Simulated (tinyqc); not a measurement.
Comparisons within one model: zigzag graphene nanoribbon in tight binding. A value that a table varies takes the place of the one given here.

A zigzag ribbon of N chains, sites A1, B1, A2, ..., BN across it. For each k it is a chain with bonds -2t cos(k/2) (A_n to B_n) and -t (B_n to A_(n+1)), and +D, -D on A and B. A1 and BN are the edge sites; the Dirac points project to k = 2 pi/3.

Values chosen for the exercise (near those used for graphene; not measured data):

| symbol | value | unit | meaning |
|---|---|---|---|
| t | 2.87 | eV | hopping |
| D | 0 | eV | sublattice potential, +D on A and -D on B |
| Nw | 9 |  | chains, N of this table |
| k | 2.72 |  | k times the period sqrt3 acc |
| N | 4 |  | zigzag chains |

## The flat edge band

A ribbon of N = Nw chains: lowest positive level, next level, and weight on the two edge sites per state of the middle pair, along k.

Along k:

| k/pi | 2 cos(k/2) | lowest level (eV) | next (eV) | edge weight |
|---|---|---|---|---|
| 0.50 | 1.4142 | 1.48562 | 2.2111 | 0.088 |
| 0.60 | 1.1756 | 0.87305 | 1.6965 | 0.134 |
| 0.65 | 1.0450 | 0.56944 | 1.4716 | 0.184 |
| 0.70 | 0.9080 | 0.30041 | 1.3146 | 0.277 |
| 0.75 | 0.7654 | 0.11008 | 1.2853 | 0.432 |
| 0.80 | 0.6180 | 0.02336 | 1.4249 | 0.619 |
| 0.85 | 0.4669 | 0.00237 | 1.7017 | 0.782 |
| 0.90 | 0.3129 | 0.00007 | 2.0570 | 0.902 |
| 0.95 | 0.1569 | 0.00000 | 2.4529 | 0.975 |
| 1.00 | 0.0000 | 0.00000 | 2.8700 | 1.000 |

Beyond k = 2 pi/3 the lowest level sinks towards zero: it is within 1 meV of that from k/pi = 0.90 on. The edge weight grows from 0.28 at 0.70 to 1 at pi, where the chain breaks into dimers and the next level is sqrt(t^2 + D^2) = 2.8700 eV. So flat a band is sensitive to interactions, which this model leaves out; they matter once they exceed the splitting of the middle pair (2D, or for D = 0 only the small overlap of the two edges).

## Lowest level against width

D = 0; lowest positive level at the given k, and the estimate t x^N (1 - x^2), x = 2 cos(k/2) (a dash if x >= 1).

Level (eV):

| N | matrix | estimate |
|---|---|---|
| 2 | 0.4363 | 0.4146 |
| 3 | 0.1757 | 0.1735 |
| 4 | 0.07282 | 0.07260 |
| 5 | 0.03040 | 0.03038 |
| 6 | 0.01272 | 0.01271 |
| 8 | 0.002227 | 0.002227 |
| 10 | 0.0003899 | 0.0003899 |
| 14 | 1.196e-05 | 1.196e-05 |

With x = 0.4185 < 1 the level falls exponentially: from N = 10 to 14 by a factor 0.0307, against x^4 = 0.0307.

## What each parameter does

The two lowest positive levels at k and the weight on the two edge sites per state of the middle pair. Each row changes one parameter from the base and keeps the others.

Results:

| case | lowest (eV) | next (eV) | edge weight |
|---|---|---|---|
| base | 0.0728 | 2.3101 | 0.8289 |
| t = 3.014 eV | 0.0765 | 2.4260 | 0.8289 |
| N = 5 | 0.0304 | 2.1035 | 0.8258 |
| D = 0.1 eV | 0.1237 | 2.3123 | 0.8289 |
| k = 2.62 | 0.1511 | 2.2978 | 0.7500 |

The largest shifts from the base row, up to three for each result and ties (the steps differ in size, so this ranks the rows, not the parameters). lowest (eV): k +0.0783, D +0.0509, N -0.0424. next (eV): N -0.2066, t +0.1159, k -0.0123. edge weight: k -0.0789, N -0.0031; unchanged at the printed digits by t and D.

Program tinyqc; command `OMP_NUM_THREADS=1 python tinyqc.py 1481694 1481695 out.jsonl`; about 0.01 s on one thread of a shared Intel(R) Xeon(R) Processor @ 2.30GHz.
